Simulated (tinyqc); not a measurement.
Hydrostatic strain: sp3s* tight binding, strained.

sp3s* tight binding, nearest neighbours only: anion (a) at 0, cation (c) at a/4 (1,1,1), orbitals s, px, py, pz, s* on each; k in units of 2 pi/a. With phases e_j = exp(i (pi/2) k.n_j) for n = (1,1,1), (1,-1,-1), (-1,1,-1), (-1,-1,1): g0 = (e1+e2+e3+e4)/4, g1 = (e1+e2-e3-e4)/4, g2 = (e1-e2+e3-e4)/4, g3 = (e1-e2-e3+e4)/4. The diagonal holds the levels Esa, Epa, Exa (s*) and Esc, Epc, Exc. Anion-cation block: <sa|sc> = Vss g0; <sa|xc> = Vsapc g1; <xa|sc> = -Vscpa g1; <xa|xc> = Vxx g0; <xa|yc> = <ya|xc> = Vxy g3, <xa|zc> = <za|xc> = Vxy g2, <ya|zc> = <za|yc> = Vxy g1; <s*a|xc> = Vxapc g1; <xa|s*c> = -Vpaxc g1; y and z take g2 and g3 in place of g1; s-s* and s*-s* vanish.

Strain e moves each bond vector to d = (1 + e) d0 (no internal displacement for the diagonal strains used here) and k is given in fractions of the strained reciprocal cell, so the phases stay. Two-centre values Vss_sigma = Vss/4, Vsp_sigma = sqrt3 V/4 for each s-p and s*-p pair, Vpp_sigma = (Vxx + 2 Vxy)/4, Vpp_pi = (Vxx - Vxy)/4 are scaled by (d0/d)^eta and combined with the new direction cosines; the levels on the diagonal stay.

Values chosen for the exercise (near a published set for GaSb, fitted to gaps, whose masses and valley positions are rough; shifted at random, so the results belong to these values and not to a real crystal): Esa = -7.299 eV (s level of the anion); Epa = 0.854 eV (p level of the anion); Esc = -3.887 eV (s level of the cation); Epc = 2.919 eV (p level of the cation); Exa = 6.631 eV (s* level of the anion); Exc = 5.992 eV (s* level of the cation); Vss = -6.152 eV (s-s); Vxx = 1.583 eV (px-px); Vxy = 4.128 eV (px-py); Vsapc = 4.952 eV (s anion, p cation); Vscpa = 4.655 eV (s cation, p anion); Vxapc = 4.997 eV (s* anion, p cation); Vpaxc = 4.207 eV (p anion, s* cation); eta = 2 (scaling exponent).

exx = eyy = ezz = e. Gaps as measured from the top of the valence band; the deformation potentials are (gap(0.01) - gap(-0.01))/0.06.

Gaps (eV):

| e | Gamma | Delta | L | x of the minimum |
|---|---|---|---|---|
| -0.03 | 1.2518 | 1.1599 | 1.1779 | 0.857 |
| -0.02 | 1.0944 | 1.1617 | 1.1049 | 0.859 |
| -0.01 | 0.9421 | 1.1629 | 1.0347 | 0.860 |
| 0.00 | 0.7946 | 1.1629 | 0.9673 | 0.862 |
| 0.01 | 0.6518 | 1.1612 | 0.9026 | 0.864 |
| 0.02 | 0.5136 | 1.1572 | 0.8405 | 0.866 |
| 0.03 | 0.3796 | 1.1500 | 0.7811 | 0.871 |

gap deformation potentials (eV): Gamma -4.837, Delta -0.027, L -2.202

Per unit of volume strain the gaps move by -4.84 (Gamma), -0.03 (Delta) and -2.20 eV (L). The lowest valley changes from the Delta line to Gamma between e = -0.03 and -0.02. These potentials follow from the one exponent eta, which fitted models replace by one for each integral; with it the sizes are rough, the sign for Delta can be wrong (in Si, Ge and the III-V crystals measured values are small and positive), and the pressures at which valleys cross, and which valley takes over, are rough too. A gap of zero, where one is listed, marks an s level that has sunk below the valence top.

tinyqc: `OMP_NUM_THREADS=1 python tinyqc.py 1481945 1481946 out.jsonl`; about 0.07 s, one thread, shared Intel(R) Xeon(R) Processor @ 2.30GHz.
